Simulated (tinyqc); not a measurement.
The 3-omega method: a line heater on a substrate with a thin film. From in-phase Delta T_s back to substrate heat capacity C. Computed by tinyqc, a small Python program. Command: `OMP_NUM_THREADS=1 python tinyqc.py 3010923 3010924 out.jsonl threeomega inv`. One thread of a shared host (Intel(R) Xeon(R) Processor @ 2.30GHz), about 0.03 s of CPU time with the checks.

A current at angular frequency omega = 2 pi f heats the line at 2 omega with the amplitude P per length; the temperature swing Delta T at 2 omega gives a voltage at 3 omega. The substrate is taken as semi-infinite and isotropic, and the heat capacity of heater and film is left out.

Inputs (values chosen for the exercise, modelled on a phase-change telluride on silica):
```
quantity                      value        unit
substrate conductivity kappa   1.31     W/(m K)
heater half-width b               6  micrometre
power amplitude per length P    2.4         W/m
current frequency f            2600          Hz
substrate thickness d_s         380  micrometre
```

Method:
- D = kappa/C; q = sqrt(2 i omega/D); penetration depth 1/|q| = sqrt(D/(2 omega)).
- Delta T_s = (P/(pi kappa)) int_0^infinity (sin x/x)^2 / sqrt(x^2 + (q b)^2) dx with (q b)^2 = i |q b|^2, averaged over the heater width (12 Gauss-Legendre points on each of the pieces 0, 14 log-spaced edges from 1e-5 to 1, and multiples of pi to 40 pi; the tail adds 1/(4 (40 pi)^2)).
- For |q| b much below 1: Delta T_s = (P/(pi kappa)) [-ln(|q| b) + eta - i pi/4], eta = 3/2 - C_E = 0.92278, with Euler's C_E = 0.5772157.

Question. A run gave the result below. Find the substrate heat capacity C, known to lie between 1.1 and 2.1 1e6 J/(m^3 K).

in-phase Delta T_s = 0.5017193 K

Answer.

Each step takes the trial c = (a f_b - b f_a)/(f_b - f_a), f being the result less the target and a, b, c the logarithms of the listed values; c replaces end b, the old b replaces a if the sign of f changed, and otherwise f_a is halved.

Scan of the range:
```
substrate heat capacity C (1e6 J/(m^3 K))  in-phase Delta T_s (K)
1.10                                                     0.604464
1.23                                                     0.578235
1.36                                                     0.555117
1.52                                                     0.530078
1.69                                                     0.506782
1.89                                                     0.482839
2.10                                                     0.460907
```

False position (Illinois rule, in the logarithm of the input) inside the bracket:
```
step    end a    end b    trial  in-phase Delta T_s (K)
1     1.69000  1.89000  1.73044                0.501664
2     1.69000  1.73044  1.72957                0.501773
3     1.73044  1.72957  1.73000                0.501719
4     1.72957  1.73000  1.73000                0.501719
```

In-phase Delta T_s falls at every point of a 13-point scan of the range (every second point is shown), so one value fits; it is bracketed by 1.69 and 1.89. Answer: substrate heat capacity C = 1.730 1e6 J/(m^3 K).
